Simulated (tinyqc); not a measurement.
# Slope factor and drain-induced lowering from three currents

Inverse problem. With source and body at 0 V, I = A exp((Vg + dd Vd)/(nf Vt)) (1 - exp(-Vd/Vt)). Find nf, the swing nf Vt ln 10 and dd.

Inputs (values chosen for the exercise): temperature T = 358 K.

Constants: q = 1.602176634e-19 C, kB = 1.380649e-23 J/K, Vt = kB T/q. Results are converted to the units shown.

currents at (Vg, Vd) = (0, 0.05), (0, 0.8) and (0.1, 0.8) V (nA/um): 0.15127391  3.8512011  41.035309

Solution. The pair at equal Vd gives nf; the pair at equal Vg, after dividing out the factors 1 - exp(-Vd/Vt), gives dd.

nf = 1.37
swing = 97.3 mV/decade
dd = 0.170

Computed by the program tinyqc: `OMP_NUM_THREADS=1 python tinyqc.py 2242192 2242193 out.jsonl`, one thread of a shared Intel Xeon 2.30GHz, about 0.03 s for the whole run.
